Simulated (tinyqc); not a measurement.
Implant damage, amorphisation by cascade overlap, and solid-phase epitaxial regrowth: one step, computed by the program tinyqc.

Range and width of the damage are inputs. Dynamic annealing enters only through the surviving share f.

Question. Overlap model. Gibbons model: a point turns amorphous after n + 1 hits; with y = A_i Q the amorphous share is 1 - exp(-y) sum_(k=0..n) y^k/k!. Doses are set by y.

Inputs (values chosen for the exercise, modelled on fluorine ions in silicon): overlaps needed n = 2; area amorphised by one track A_i = 1.3 nm^2.

Give: the table «Amorphous share» with the columns Q (1/cm^2), direct impact (n = 0), given n, for y = 0.1, 0.3, 0.6, 1.0, 2.0, 3.0, 5.0, 8.0.

Answer.

Amorphous share:
```
y    Q (1/cm^2)  direct impact (n = 0)    given n
0.1   7.692e+12                 0.0952  1.547e-04
0.3   2.308e+13                 0.2592  3.599e-03
0.6   4.615e+13                 0.4512  2.312e-02
1.0   7.692e+13                 0.6321  8.030e-02
2.0   1.538e+14                 0.8647  3.233e-01
3.0   2.308e+14                 0.9502  5.768e-01
5.0   3.846e+14                 0.9933  8.753e-01
8.0   6.154e+14                 0.9997  9.862e-01
```

At small y the share grows as y^3; between the first rows the exponent is 2.86.
